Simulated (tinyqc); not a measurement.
Scattering rates of a carrier in a spherical band by Fermi's golden rule. From ionised-impurity rate back to ionised impurity density N_I. Computed by tinyqc, a small Python program. Command: `OMP_NUM_THREADS=1 python tinyqc.py 3031765 3031766 out.jsonl scatter inv`. One thread of a shared host (Intel(R) Xeon(R) Processor @ 2.30GHz), about 0.02 s of CPU time with the checks.

All processes here are isotropic or elastic, and the rate listed is the momentum relaxation rate.

Inputs (values chosen for the exercise, modelled on holes in germanium):

| quantity | value | unit |
|---|---|---|
| density-of-states mass of one valley m | 0.307 | m_0 |
| non-parabolicity alpha | 0.28 | 1/eV |
| static permittivity eps_s | 16 | - |
| phonon energy hbar w | 35.3 | meV |
| temperature T | 300 | K |
| carrier energy E | 280 | meV |

Crystal: non-polar. Band: Kane. Impurity formula: Brooks-Herring. Further scattering: none.

Constants: k_B = 8.617333262e-05 eV/K; eps_0 = 8.8541878128e-12 F/m; k_B = 1.380649e-23 J/K; e = 1.602176634e-19 C; m_0 = 9.1093837015e-31 kg; hbar = 1.054571817e-34 J s.

Method:
- Phonon occupation N_q = 1/(exp(hbar w/(k_B T)) - 1).
- Debye screening by free carriers of density N_I: L_s = sqrt(eps_s eps_0 k_B T/(e^2 N_I)).
- Kane band: hbar^2 k^2/(2 m) = E (1 + alpha E), speed v = hbar k/(m (1 + 2 alpha E)), states per spin, volume and energy g(E) = m k (1 + 2 alpha E)/(2 pi^2 hbar^2); overlap factors are set to 1. Masses are multiplied by m_0 and all formulas are in SI units.
- Singly charged impurities, momentum relaxation: 1/tau = N_I e^4 m (1 + 2 alpha E) Phi/(8 pi (eps_s eps_0)^2 hbar^3 k^3), with alpha = 0 for a parabolic band.
- Brooks-Herring: Phi = ln(1 + b) - b/(1 + b), b = 4 k^2 L_s^2.

Task: A run gave the result below. Find the ionised impurity density N_I, known to lie between 7.5e+15 and 1.9e+16 1/cm^3.

ionised-impurity rate = 1.105467e+10 1/s

Result:

Each step takes the trial c = (a f_b - b f_a)/(f_b - f_a), f being the result less the target and a, b, c the logarithms of the listed values; c replaces end b, the old b replaces a if the sign of f changed, and otherwise f_a is halved.

Scan of the range:

| ionised impurity density N_I (1/cm^3) | ionised-impurity rate (1/s) |
|---|---|
| 7.50e+15 | 6.62107e+09 |
| 8.76e+15 | 7.60425e+09 |
| 1.02e+16 | 8.70689e+09 |
| 1.19e+16 | 9.98388e+09 |
| 1.39e+16 | 1.14568e+10 |
| 1.63e+16 | 1.31885e+10 |
| 1.90e+16 | 1.50966e+10 |

False position (Illinois rule, in the logarithm of the input) inside the bracket:

| step | end a | end b | trial | ionised-impurity rate (1/s) |
|---|---|---|---|---|
| 1 | 1.19000e+16 | 1.39000e+16 | 1.33228e+16 | 1.10347e+10 |
| 2 | 1.39000e+16 | 1.33228e+16 | 1.33495e+16 | 1.10543e+10 |
| 3 | 1.39000e+16 | 1.33495e+16 | 1.33505e+16 | 1.10550e+10 |
| 4 | 1.33495e+16 | 1.33505e+16 | 1.33500e+16 | 1.10547e+10 |

Ionised-impurity rate rises at every point of a 13-point scan of the range (every second point is shown), so one value fits; it is bracketed by 1.19e16 and 1.39e16. Answer: ionised impurity density N_I = 1.335e16 1/cm^3.
